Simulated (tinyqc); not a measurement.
# Changing the static constant of the insulator eps_0s

Model: scattering of inversion-layer electrons by surface optical phonons of the gate insulator (remote phonon scattering). Computed by tinyqc, a small Python program. Command: `OMP_NUM_THREADS=1 python tinyqc.py 3112087 3112088 out.jsonl sophonon sweep`. One thread of a shared host (Intel(R) Xeon(R) Processor @ 2.30GHz), about 0.03 s of CPU time with the checks.

One subband with the Fang-Howard envelope; insulator and channel are half-spaces, the gate is far away, and an interlayer only moves the polar surface away by t (its own modes and its permittivity contrast are left out).

Inputs (values chosen for the exercise, modelled on HfO2 on silicon):
```
quantity                                   value        unit
intermediate constant eps_i                 6.51           -
optical constant eps_inf                    4.94           -
hbar omega_TO1                              12.7         meV
hbar omega_TO2                                47         meV
constant of the channel eps_s               11.7           -
in-plane mass m                            0.192         m_0
valleys g_v                                    2           -
sheet density n                          6.8e+12      1/cm^2
mean distance of the electrons z0 = 3/b      2.9          nm
interlayer thickness t                         0          nm
temperature T                                250           K
mobility from other processes                270  cm^2/(V s)
```

Screening by the channel electrons: static.

Constants: k_B = 8.617333262e-05 eV/K; hbar^2/(2 m_0) = 3.80998212 eV angstrom^2; e^2/(4 pi eps_0) = 14.39964548 eV angstrom; hbar = 6.582119569e-16 eV s; e = 1.602176634e-19 C; m_0 = 9.1093837015e-31 kg.

Method:
- eps(w) = eps_inf + (eps_0s - eps_i) w1^2/(w1^2 - w^2) + (eps_i - eps_inf) w2^2/(w2^2 - w^2). Surface modes solve eps(w) + eps_s = 0, a quadratic in w^2; the strength of a mode is g = 2/(w d eps/dw).
- Occupation N = 1/(exp(hbar w/(k_B T)) - 1).
- Density of states D = g_v m/(pi hbar^2); eta = E_F/(k_B T) = ln(exp(n/(D k_B T)) - 1); screening wave number q_s = e^2 D/(2 eps_0 eps_avg) x 1/(1 + exp(-eta)), eps_avg = (eps_s + eps_inf)/2; b = 3/z0.
- For a mode of strength g, without the occupation factor, Area x |M(q)|^2 = e^2 hbar w g/(2 eps_0 q) x (b/(b + q))^6 exp(-2 q t) / (1 + (q_s/q) H(q))^2, H = (1 + 9 x/8 + 3 x^2/8)/(1 + x)^3, x = q/b.
- Approximate momentum relaxation rate, taking tau v alike in the initial and final states: 1/tau = (m/(2 pi hbar^3)) sum over modes and over absorption (N, E' = E + hbar w) and emission (N + 1, E' = E - hbar w > 0) of [(1 - f(E'))/(1 - f(E))] int_0^(2 pi) Area |M(q)|^2 (1 - cos theta) d theta, q^2 = k^2 + k'^2 - 2 k k' cos theta, f the Fermi function; 48 midpoints in theta from 0 to pi.
- mu = (e/m) int tau E f (1 - f) dE/(k_B T int f dE), by 300 midpoints from 0 to (max(eta, 0) + 14) k_B T; Matthiessen sum with the other processes.

One run for each value:
```
static constant of the insulator eps_0s  remote-phonon mobility (cm^2/(V s))  loss of mobility (%)
6.8                                                               1.5289e+05                0.1763
9.3                                                               5.8092e+04                0.4626
13.0                                                              3.6012e+04                0.7442
17.0                                                              2.7789e+04                0.9623
24.0                                                              2.1829e+04                1.2218
32.0                                                              1.8837e+04                1.4131
44.0                                                              1.6697e+04                1.5913
60.0                                                              1.5443e+04                1.7183
```

Over the rows, remote-phonon mobility (cm^2/(V s)) falls from 153000 to 15400 (exponent d ln y / d ln x -3.1 between the first rows and -0.25 between the last); loss of mobility (%) rises from 0.176 to 1.72 (exponent d ln y / d ln x 3.1 between the first rows and 0.25 between the last). The strengths add up to 1/(eps_s + eps_inf) - 1/(eps_s + eps_0s), which levels off as eps_0s grows, while the lower surface mode moves up.

Caution (all rows): a relaxation time is only an approximation for inelastic scattering, and static or no screening brackets the true dynamic screening only roughly.
